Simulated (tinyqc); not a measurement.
MOSFET in saturation, small-signal circuit and noise: two steps of the calculation.

Bias by the inversion coefficient IC = I/Ispec (charge-based model with velocity saturation; weak inversion below 0.1, strong above 10). Common-source circuit: gm, gds, Cgs, Cgd and Cj at the inner nodes, Rg in series with the gate; quasi-static, no source or drain resistance, no gate-body capacitance, no substrate network, no induced gate noise, so fmax is an upper estimate.

Values chosen for this exercise:
- T = 300 K (temperature)
- L = 28 nm (gate length)
- W = 5 um (total gate width)
- Cox = 2.39 uF/cm^2 (gate capacitance)
- mu = 190 cm^2/(V s) (mobility)
- n = 1.35 (slope factor)
- Ls = 20 nm (velocity-saturation length)
- Cov = 0.39 fF/um (overlap and fringe capacitance per side)
- Cj = 0.63 fF/um (drain junction capacitance)
- Rsh = 8 ohm (sheet resistance of the gate)
- Wf = 2 um (finger width)
- Rc = 300 ohm um (gate contact and vertical resistance)
- IC = 0.12 (inversion coefficient)
- gw = 0.03 (short-channel excess of the noise factor)
- Nt = 3.2e17 cm^-3 eV^-1 (oxide trap density)
- lt = 0.1 nm (tunnelling length into the oxide)
- ac = 3000 V s/C (Coulomb scattering coefficient)

Constants: q = 1.602176634e-19 C, kB = 1.380649e-23 J/K, Vt = kB T/q. Results are converted to the units shown.

Problem 1. Capacitances, gate resistance and cut-off frequencies. qs = [sqrt(1 + 4 IC) - 1]/2, Cgs = Cox W L qs (2 qs + 3)/(3 (qs + 1)^2) + Cov W, Cgd = Cov W, Cd = Cj W, Rg = Rsh (Wf/L)/(12 Nf) + Rc/W with Nf = W/Wf fingers (not rounded) contacted at both ends. fT = gm/(2 pi (Cgs + Cgd)), fmax = fT/(2 sqrt(Rg (gds + 2 pi fT Cgd))).

gm = 0.43494929 mS
gds = 0.065242394 mS

Find: Cgs; Cgd; Cd; Rg; fT; fmax.

Solution 1.

Cgs = 2.2663 fF
Cgd = 1.9500 fF
Cd = 3.1500 fF
Rg = 79.048 ohm
fT = 16.418 GHz
fmax = 56.570 GHz

Overlap and fringe make up 92.5 % of the gate capacitance; fmax is 3.45 times fT.

Problem 2. Noise at the gate. Channel noise Sid = 4 kB T gam n gm with gam = (1/2 + (2/3) qs)/(1 + qs) + gw lc IC, qs = [sqrt(1 + 4 IC) - 1]/2, lc = Ls/L (the last term an empirical rise with velocity saturation); at the gate, white noise Sw = Sid/gm^2 + 4 kB T Rg. Number fluctuation with correlated mobility: S(f) = K/f, K = q^2 Vt lt Nt/(W L Cox^2) (1 + ac mu Cox I/gm)^2, Vt in eV with Nt per eV. Corner fc = K/Sw. Full shot noise would be 2 q I.

I = 17.558878 uA
gm = 0.43494929 mS
Rg = 79.047619 ohm

Find: gam; Sid; Sid/(2 q I); sqrt(Sw); K; fc.

Solution 2.

gam = 0.51885
Sid = 5.0476e-24 A^2/Hz
Sid/(2 q I) = 0.89711
sqrt(Sw) = 5.2906 nV/Hz^0.5
K = 2.9556e-10 V^2
fc = 10.559 MHz

The gate resistance gives 4.7 % of the white noise power.

Numbers from tinyqc (`OMP_NUM_THREADS=1 python tinyqc.py 2150123 2150124 out.jsonl`; about 0.01 s on one thread of a shared Intel Xeon 2.30GHz).
